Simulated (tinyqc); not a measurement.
Drifting, spreading and decaying minority pulse (Haynes-Shockley), explicit time steps: two steps of the calculation.

Low injection in a uniform field: dn/dt = D d2n/dx2 - v dn/dx - n/tau with D = mu Vt and v = mu F towards +x. Exact solution on an infinite bar for a Gaussian start at x0: n = N0 exp(-t/tau) exp(-(x - x0 - v t)^2/(2 s^2))/sqrt(2 pi s^2), s^2 = s0^2 + 2 D t.

Parameters, values chosen for the exercise; mobility close to that of gallium arsenide at room temperature: temperature T = 300 K; minority-carrier mobility mu = 8120 cm^2/(V s); sweep field along the drift F = 10 V/cm; mesh step hx = 52 um; lifetime tau = 2.9e-7 s; time step dt = 3e-8 s.

Constants: q = 1.602176634e-19 C, kB = 1.380649e-23 J/K, Vt = kB T/q. Results are converted to the units shown.

Problem 1. Coefficients of the scheme. Exponentially fitted fluxes: d = F hx/Vt, B(d) = d/(exp(d) - 1), k = D dt/hx^2; (L n)_i = a n_(i-1) + b n_i + c n_(i+1) with a = k B(-d), c = k B(d), b = -a - c - dt/tau. Explicit steps keep n positive for dt up to 1/[(D/hx^2)(B(d) + B(-d)) + 1/tau].

Find: D; v; d; a; b; c; positivity limit of dt.

Solution 1.

D = 209.92 cm^2/s
v = 81200 cm/s
d = 2.0114
a = 0.54082
b = -0.71663
c = 0.072359
positivity limit of dt = 4.1863e-8 s

Problem 2. Densities after a time step. (L n)_i = a n_(i-1) + b n_i + c n_(i+1), n = 0 beyond the ends. Explicit step: n(new) = n + L n.

a = 0.54082036
b = -0.71662746
c = 0.072358821

```
node,n at t = 0 (1e12 cm^-3)
1,0.0341504
2,0.3468942
3,1.3940470
4,2.2163460
5,1.3940470
6,0.3468942
7,0.0341504
8,0.0013301
9,0.0000205
```

Wanted: n at t = 1 dt.

Solution 2.

```
node,n at t = 1 dt (1e12 cm^-3)
1,0.035
2,0.218
3,0.743
4,1.483
5,1.619
6,0.855
7,0.197
8,0.019
9,0.001
```

Program tinyqc, `OMP_NUM_THREADS=1 python tinyqc.py 2310043 2310044 out.jsonl`; Intel Xeon 2.30GHz, shared host, one thread, about 0.01 s.
